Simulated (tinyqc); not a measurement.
Comparisons within one model: static screening by free carriers. A value that a table varies takes the place of the one given here.

kF = (3 pi^2 n/Mv)^(1/3), EF = c kF^2/m with c = hbar^2/2m0, n in 1/angstrom^3 (1e-24 per 1/cm^3), e2 = e^2/(4 pi eps0). Thomas-Fermi: qTF^2 = 6 pi e2 n/(eps EF). Debye: qD^2 = 4 pi e2 n/(eps kB T).

F_j(eta) = (1/Gamma(j + 1)) integral_0^infinity x^j dx/(1 + exp(x - eta)), which tends to exp(eta) for eta << 0.

At finite T: qs^2 = qD^2 F_-1/2(eta)/F_1/2(eta), where n = Mv N F_1/2(eta) and N = 2 (m kB T/(4 pi c))^(3/2) with c = hbar^2/2m0, in 1/angstrom^3; times 1e24 for 1/cm^3.

Donor in the screened potential -(e2/eps) exp(-qs r)/r with the trial function exp(-r/a): E(a) = c/(m a^2) - (e2/eps) 4/(a (2 + qs a)^2), e2 = e^2/(4 pi eps0), c = hbar^2/2m0; isotropic mass.

Constants: hbar^2/2m0 = 3.80998211 eV angstrom^2; e^2/(4 pi eps0) = 14.39964547 eV angstrom; kB = 8.617333262e-05 eV/K; a0 (Bohr radius) = 0.5291772105 angstrom.

Parameters, chosen for this exercise (near those of SiC; shifted at random, so the results belong to these values and not to a real crystal): m = 0.3876 m0 (mass of one isotropic valley); Mv = 3 (valleys); eps = 9.74 (background dielectric constant); T = 400 K; n = 4.8e+17 1/cm^3 (carrier density).

## Screening unbinds the donor

All carriers n are taken as free and screen with qs(T); E(a) is minimised over a; a dash marks no bound state. aB = a0 eps/m.

Donor level:

| n (1/cm^3) | n^(1/3) aB | qs aB | E (meV) | a/aB |
|---|---|---|---|---|
| 3.0e+15 | 0.019 | 0.017 | -53.73 | 1.000 |
| 3.0e+16 | 0.041 | 0.053 | -49.88 | 1.002 |
| 1.0e+17 | 0.062 | 0.098 | -45.49 | 1.006 |
| 4.0e+17 | 0.098 | 0.195 | -36.76 | 1.024 |
| 1.0e+18 | 0.133 | 0.307 | -28.13 | 1.056 |
| 3.0e+18 | 0.192 | 0.525 | -15.02 | 1.160 |
| 7.0e+18 | 0.254 | 0.783 | -4.77 | 1.406 |
| 2.0e+19 | 0.361 | 1.236 | - | - |

aB = 13.3 angstrom

The level rises from -53.73 meV at the lowest density to -4.77 meV at 7e+18 1/cm^3, against -55.59 meV unscreened. The trial function finds no bound state from 2e+19 1/cm^3 on, where qs aB = 1.24 and n^(1/3) aB = 0.36. This trial function loses binding at qs aB = 1 and the exact Yukawa problem at 1.19; the Mott rule of thumb is n^(1/3) aB = 0.26.

## From Debye to Thomas-Fermi

Screening lengths (angstrom):

| n (1/cm^3) | eta | Debye | Thomas-Fermi | finite T |
|---|---|---|---|---|
| 8.0e+16 | -5.86 | 152.3 | 19.41 | 152.4 |
| 6.0e+17 | -3.83 | 55.61 | 13.87 | 55.82 |
| 3.0e+18 | -2.19 | 24.87 | 10.61 | 25.33 |
| 1.0e+19 | -0.90 | 13.62 | 8.679 | 14.45 |
| 4.0e+19 | 0.85 | 6.811 | 6.889 | 8.304 |
| 1.0e+20 | 2.48 | 4.307 | 5.913 | 6.324 |
| 6.0e+20 | 9.24 | 1.758 | 4.387 | 4.409 |
| 2.0e+21 | 20.79 | 0.9632 | 3.589 | 3.593 |

Debye is within 5 % of the finite-T length up to 3e+18 1/cm^3 of the densities listed and Thomas-Fermi from 6e+20 on. The length goes as n^-0.50 at the low end and n^-0.17 at the high end, against the limits -1/2 and -1/6. Both limits give too short a length.

## What sets the screening length

All results formed anew. Each row changes one parameter from the base and keeps the others.

Results:

| case | Debye (angstrom) | Thomas-Fermi (angstrom) | finite T (angstrom) |
|---|---|---|---|
| base | 62.17 | 14.40 | 62.36 |
| n = 9.6e+17 1/cm^3 | 43.96 | 12.83 | 44.23 |
| m = 0.5039 m0 | 62.17 | 12.63 | 62.30 |
| eps = 11.688 | 68.11 | 15.77 | 68.31 |
| T = 460 K | 66.67 | 14.40 | 66.84 |
| Mv = 4 | 62.17 | 13.08 | 62.31 |

The largest shifts from the base row, up to three for each result and ties (the steps differ in size, so this ranks the rows, not the parameters). Debye (angstrom): n -18.2, eps +5.93, T +4.50; unchanged at the printed digits by m and Mv. Thomas-Fermi (angstrom): m -1.77, n -1.57, eps +1.37; unchanged at the printed digits by T. finite T (angstrom): n -18.1, eps +5.95, T +4.48.

Computed by tinyqc, a small Python program: `OMP_NUM_THREADS=1 python tinyqc.py 1651455 1651456 out.jsonl` (the numbers bound the seed that draws the inputs); one thread of a shared host (Intel(R) Xeon(R) Processor @ 2.30GHz), about 0.01 s for the whole set of steps.
